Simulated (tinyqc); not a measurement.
Cluster expansion of a binary alloy: correlations, fit, cross-validation and ground states: one step, computed by the program tinyqc.

s = +1 for A and -1 for B. Energy per site E = J0 + J1 P(point) + sum over clusters of m V P, with P the mean product of spins; V > 0 on a pair favours unlike neighbours. Clusters per site m: pair 1 2, pair 2 2, pair 3 2, triplet 4; the triplet is two first-neighbour bonds at a right angle. Formation energies are counted from the line between pure A and pure B, which removes J0 and J1.

Question. The random alloy and its short-range order. Random alloy: P(pair) = p^2, P(triplet) = p^3, p = 1 - 2x, so H_mix = (p^2 - 1) sum m V(pairs) + (p^3 - p) m Vt; G_mix = H_mix + k_B T [x ln x + (1 - x) ln(1 - x)]. To first order in 1/T the Warren-Cowley parameter of shell 1 is alpha_1 = -(1 - p^2) V_eff/(k_B T), V_eff = V1 + (number of triplets on a first-neighbour bond) p Vt, that number being 4.

Inputs (values chosen for the exercise, for a model alloy):
```
quantity,value,unit
first-pair interaction V1,11.8,meV
second-pair interaction V2,5.6,meV
third-pair interaction V3,1.1,meV
triplet interaction Vt,2.9,meV
temperature T,1200,K
fraction x of B,0.5,-
```

Lattice: square.

Constants: k_B = 8.617333262e-05 eV/K.

Give: mixing enthalpy H_mix; mixing free energy G_mix; alpha_1.

Answer.

mixing enthalpy H_mix = -37 meV/site

mixing free energy G_mix = -108.68 meV/site

alpha_1 = -0.11411

alpha_1 < 0: unlike neighbours are preferred.
